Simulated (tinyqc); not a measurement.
Superjunction drift layer against a plain one, charge balance: one step of the calculation.

Alternating n and p pillars of equal width wp, doping N and length Lp. When depleted, the lateral field peaks at Ex = q N wp/(2 eps0 eps_r) at the pillar junctions and a uniform vertical field Ey is added; breakdown is taken where Ex^2 + Ey^2 = Ef^2. Only the n pillars conduct, narrowed by the zero-bias depletion. A first-order model: the field peaks at the pillar ends are left out.

Question. Doping of the plain drift layer. Ec(N) = E16 (N/1e16 cm^-3)^(1/8); N(new) = eps0 eps_r Ec(N)^2/(2 q BV).

Inputs (values chosen for the exercise); values close to those of gallium nitride:
- eps_r = 9.23 (relative permittivity of the semiconductor)
- E16 = 2.94 MV/cm (critical field at a doping of 1e16 cm^-3)
- BV = 2000 V (wanted breakdown voltage)

Constants: q = 1.602176634e-19 C, eps0 = 8.8541878128e-14 F/cm where lengths are in cm. Results are converted to the units shown.

N at the start = 1e14 cm^-3

Find: Ec; N after iteration 1.

Answer.

Ec = 1.653 MV/cm
N after iteration 1 = 3.486e15 cm^-3

Computed by the program tinyqc: `OMP_NUM_THREADS=1 python tinyqc.py 2590129 2590130 out.jsonl`, one thread of a shared Intel Xeon 2.30GHz, about 0.01 s for the whole run.
